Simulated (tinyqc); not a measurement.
Inside a calculation: band edges of strained Si(1-x)Ge(x) on relaxed Si(1-y)Ge(y). Values are carried at full precision from step to step, so a last printed digit may differ when a step is redone from the rounded ones.

Values are linear in the Ge fraction but for ED(x) = linear - CD x (1 - x) and a(x) = linear - Ca x (1 - x). Energies are on the common scale of Ev.

Parameters, chosen for this exercise (end members near Si and Ge, in this order; not measured data):
```
symbol  value           unit      meaning
a       (5.425, 5.652)  angstrom  lattice constant
Dso     (0.045, 0.29)   eV        spin-orbit splitting
av      (2.46, 1.23)    eV        valence hydrostatic potential
b       (-2.07, -2.57)  eV        tetragonal shear potential
d       (-4.77, -5.25)  eV        trigonal shear potential
C11     (166.9, 130.1)  GPa
C12     (63, 48.7)      GPa
C44     (78.8, 67.4)    GPa
Ev      (0, 0.67)       eV        top of the unstrained valence band
ED      (1.149, 0.932)  eV        gap to the Delta valleys
EL      (2.019, 0.742)  eV        gap to the L valleys
aD      (1.83, 1.26)    eV        hydrostatic potential of the Delta gap
aL      (-3.42, -2.94)  eV        hydrostatic potential of the L gap
XuD     (9.25, 9.2)     eV        uniaxial potential, Delta
XuL     (15.77, 14.66)  eV        uniaxial potential, L
CD      0.198           eV        bowing of the Delta gap
Ca      0               angstrom  bowing of the lattice constant
x       0.53                      Ge fraction of the layer
y       0                         Ge fraction of the relaxed buffer
face    111                       growth face
```

## Values of the layer and the buffer

Interpolate at x and at y.

Interpolated values (a in angstrom, C11, C12, C44 in GPa, all else in eV):
```
symbol     layer    buffer
a         5.5453    5.4250
Dso       0.1749    0.0450
av        1.8081    2.4600
b        -2.3350   -2.0700
d        -5.0244   -4.7700
C11     147.3960  166.9000
C12      55.4210   63.0000
C44      72.7580   78.8000
Ev        0.3551    0.0000
ED        0.9847    1.1490
EL        1.3422    2.0190
aD        1.5279    1.8300
aL       -3.1656   -3.4200
XuD       9.2235    9.2500
XuL      15.1817   15.7700
```

## Strain of the layer on a (111) buffer

Coherent growth on a (111) face: e_par = (a(y) - a(x))/a(x), e_perp = -(2 C11 + 4 C12 - 4 C44)/(C11 + 2 C12 + 4 C44) e_par; exx = eyy = ezz = (2 e_par + e_perp)/3 and exy = eyz = ezx = (e_perp - e_par)/3.

Use the elastic constants of the layer.

e_par = -0.021696
e_perp = 0.008905

strain tensor in the cubic axes, rows x, y, z and columns alike:
```
[[-0.011496, 0.010200, 0.010200],
 [0.010200, -0.011496, 0.010200],
 [0.010200, 0.010200, -0.011496]]
```

The layer is under compression in the plane; its volume changes by -3.449 %.

## Conduction valleys of the layer

A valley with unit axis u lies at Ev + gap + (av + a_valley) tr(e) + Xu (u.e.u - tr(e)/3); the Delta axes are x, y, z and the L axes [111], [1-1-1], [-11-1], [-1-11]. The second-order shift of the Delta valleys under shear is left out; it lowers the pair normal to the sheared plane by tens of meV at a shear of 1 %.

Give the hydrostatic shifts, the uniaxial shifts and the edges.

hydrostatic shifts of Delta and L (eV): [-0.1150, 0.0468]

uniaxial shifts (eV): Delta x 0.0000, Delta y 0.0000, Delta z 0.0000, L [111] 0.3097, L [1-1-1] -0.1032, L [-11-1] -0.1032, L [-1-11] -0.1032

valley edges (eV): Delta x 1.2247, Delta y 1.2247, Delta z 1.2247, L [111] 2.0538, L [1-1-1] 1.6409, L [-11-1] 1.6409, L [-1-11] 1.6409

The lowest set is Delta6 (the digit counts whole valleys) at 1.2247 eV; the Delta valleys spread over 0 meV and the L valleys over 413 meV.

## Valence edges of the layer

Valence edges: Ev plus the levels of the 6 x 6 matrix of X, Y, Z times spin with -Dso/3 + l exx + m (eyy + ezz) on the diagonal (cyclic), n exy off it, l = av + 2 b, m = av - b, n = sqrt(3) d. Spin-orbit term (Dso/3) L.sigma on X, Y, Z with (L_k)_ij = -i epsilon_kij: <X+|H|Y+> = -i Dso/3, <X+|H|Z-> = Dso/3, <Y+|H|Z-> = -i Dso/3, <Z+|H|X-> = -Dso/3, <Z+|H|Y-> = i Dso/3, <X-|H|Y-> = i Dso/3, and their conjugates; + and - are the spin along z.

Give the strain block and the three twofold edges.

strain block (eV), rows X, Y, Z and columns alike:
```
[[-0.0624, -0.0888, -0.0888],
 [-0.0888, -0.0624, -0.0888],
 [-0.0888, -0.0888, -0.0624]]
```

edges from the top (eV): [0.3815, 0.2936, 0.0282]

The top two edges are split by 88 meV.

## Gap and offsets against the buffer

Buffer: Ev(y) and Ec = Ev(y) + min(ED, EL). dEc = Ec(buffer) - Ec(layer), dEv = Ev(layer) - Ev(buffer); positive values confine the carrier in the layer; type I if both have one sign.

gap of the strained layer = 0.8432 eV
gap of the buffer = 1.1490 eV
dEc = -0.0757 eV
dEv = 0.3815 eV

Type II: electrons collect in the buffer (76 meV) and holes in the layer (382 meV). The relaxed layer would have a gap of 0.985 eV, so strain has moved it by -141 meV.

## Checks

- Mean of the three Delta edges against the hydrostatic shift alone (eV): both 1.22472.

Program tinyqc; command `OMP_NUM_THREADS=1 python tinyqc.py 1051181 1051182 out.jsonl`; about 0.01 s on one thread of a shared Intel(R) Xeon(R) Processor @ 2.30GHz.
